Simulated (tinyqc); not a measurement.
MOS inversion layer, Poisson-Schroedinger loop: one step of the calculation.

Electrons confined at an insulator interface at z = 0, treated as a hard wall; parabolic valleys, Hartree approximation, no image or exchange terms. The depletion charge lies far deeper than the electrons and gives a uniform field q Nd/(eps0 eps_r); the gate balances all charge. Energies are counted from the band edge at the interface.

Question. Fermi level and occupations. Level k holds N_k = D_k Vt ln(1 + exp((EF - E_k)/Vt)) with D = md1 m0 q/(pi hbar^2) for the set A, D = 3 md2 m0 q/(pi hbar^2) for the set B per eV (spin included); EF is fixed by sum N_k = Ns.

Values chosen for this exercise; masses and permittivity close to those of germanium (111):
- T = 77 K (temperature)
- md1 = 0.0813 m0 (in-plane density-of-states mass of set A)
- md2 = 0.334 m0 (in-plane density-of-states mass of set B)
- Ns = 4e12 cm^-2 (sheet density of electrons)

Constants: q = 1.602176634e-19 C, kB = 1.380649e-23 J/K, hbar = 1.054571817e-34 J s, m0 = 9.1093837015e-31 kg, Vt = kB T/q. Results are converted to the units shown.

levels (eV): A1 0.010642804, A2 0.018365858, B1 0.028186047, B2 0.050564374

Give: EF; N_k.

Answer.

EF = 0.03135 eV
N_k (cm^-2): A1 7.131e11, A2 4.709e11, B1 2.667e12, B2 1.495e11

tinyqc, about 1 s, one thread, Intel Xeon 2.30GHz (shared host): `OMP_NUM_THREADS=1 python tinyqc.py 2160121 2160122 out.jsonl`
